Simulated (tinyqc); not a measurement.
Charge neutrality level from zone-averaged pseudopotential bands: one step. The neutrality level. Two cases, with inputs chosen for the exercise.

Question. Energies are counted from the valence top at Gamma. E_N = (1/2) weighted mean of [E5 + (E3 + E4)/2]. Compare with half the smallest indirect gap, min(Delta/X, L)/2, and give the barrier for electrons in the limit of full pinning, min(gaps) - E_N.

Case 1.

Levels (eV):
```
kx              ky        kz  weight         E3         E4        E5        E6
0.166667  0.166667  0.166667       2  -0.443377  -0.443377  2.892311  4.112642
0.500000  0.166667  0.166667       6  -2.059940  -1.814126  2.387875  4.600178
0.500000  0.500000  0.166667       6  -3.184110  -1.352283  2.928603  4.609914
0.500000  0.500000  0.500000       1  -1.273150  -1.273150  1.865270  3.995290
0.833333  0.166667  0.166667       6  -3.784123  -2.677793  1.360034  3.094432
0.833333  0.500000  0.166667       6  -4.176912  -2.869999  3.745348  4.126033
```

gaps to Gamma, Delta/X, L (eV): 3.413619  0.847860  1.865270

Case 2.

Levels (eV):
```
kx              ky        kz  weight         E3         E4        E5        E6
0.166667  0.166667  0.166667       2  -0.212129  -0.212129  2.029563  4.657409
0.500000  0.166667  0.166667       6  -1.158914  -0.968440  2.938522  4.120656
0.500000  0.500000  0.166667       6  -1.850508  -0.734013  2.884299  4.755437
0.500000  0.500000  0.500000       1  -0.700820  -0.700820  1.600596  4.819146
0.833333  0.166667  0.166667       6  -2.136159  -1.519502  2.458172  3.707039
0.833333  0.500000  0.166667       6  -2.428679  -1.555055  3.941465  4.395986
```

gaps to Gamma, Delta/X, L (eV): 0.755661  2.052587  1.600596

Give: mean of E5; mean of (E3 + E4)/2; E_N; half the indirect gap; pinned barrier for electrons.

Answer.

Case 1.

mean of E5 = 2.5993 eV
mean of (E3 + E4)/2 = -2.5155 eV
E_N = 0.0419 eV
half the indirect gap = 0.4239 eV
pinned barrier for electrons = 0.8059 eV

E_N lies at 5 % of the gap from the valence top, so pinned contacts have the lower barrier for holes. The two estimates differ by 0.38 eV; both rules are good to a few tenths of an eV only, so a position within that distance of a band edge or of mid-gap is not settled. Local form factors place the indirect gaps only to a few tenths of an eV, and E_N moves with them. Spin-orbit coupling, left out, would lift the valence top by a third of its splitting.

Case 2.

mean of E5 = 2.9257 eV
mean of (E3 + E4)/2 = -1.4140 eV
E_N = 0.7558 eV
half the indirect gap = 0.8003 eV
pinned barrier for electrons = -0.0002 eV

E_N lies above the conduction edge by 0.000 eV, since the narrow lowest valley has little weight in the zone mean. The two estimates differ by 0.04 eV; both rules are good to a few tenths of an eV only, so a position within that distance of a band edge or of mid-gap is not settled. Local form factors place the indirect gaps only to a few tenths of an eV, and E_N moves with them. Spin-orbit coupling, left out, would lift the valence top by a third of its splitting.

Computed by tinyqc, one run a case: `OMP_NUM_THREADS=1 python tinyqc.py N N+1 out.jsonl` with N = 1881281, 1881285; one thread of a shared Intel(R) Xeon(R) Processor @ 2.30GHz, about 0.08 s a run at most.
